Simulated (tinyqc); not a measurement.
# Offset from the accumulated charge

Question. Layer 1 (x < 0) accumulates electrons and layer 2 (x > 0) is depleted. Boltzmann statistics. Sheet densities from the first integral: Q1 = sqrt((2 eps0 eps_r Vt N1/q)(exp(u1) - u1 - 1)) extra electrons, Q2 = sqrt((2 eps0 eps_r Vt N2/q)(exp(-u2) + u2 - 1)) missing ones, u = V/Vt; neutrality Q1 = Q2 + si. V1 + V2 = dE + Vt ln[(N2/Nc2)/(N1/Nc1)]. Find V1, V2 and dE.

Values chosen for this exercise; values of the order of III-V alloys:
```
symbol,value,unit,meaning
T,200,K,temperature
eps_r,12.4,,relative permittivity of both layers
Nc1,6.5e17,cm^-3,density of states of the narrow-gap layer 1
Nc2,1.4e18,cm^-3,density of states of the wide-gap layer 2
N1,1.8e16,cm^-3,donor density in layer 1
N2,5.3e16,cm^-3,donor density in layer 2
si,0,cm^-2,fixed charge at the interface
```

Constants: q = 1.602176634e-19 C, kB = 1.380649e-23 J/K, Vt = kB T/q, eps0 = 8.8541878128e-14 F/cm where lengths are in cm. Results are converted to the units shown.

Q1 = 3.5855086e11 cm^-2

Answer. Each sheet density rises steadily with its bending, so Q1 fixes V1 and Q2 = Q1 - si fixes V2.

V1 = 0.0612 V
V2 = 0.194 V
dE = 0.250 eV

tinyqc, about 0.08 s, one thread, Intel Xeon 2.30GHz (shared host): `OMP_NUM_THREADS=1 python tinyqc.py 2410056 2410057 out.jsonl`
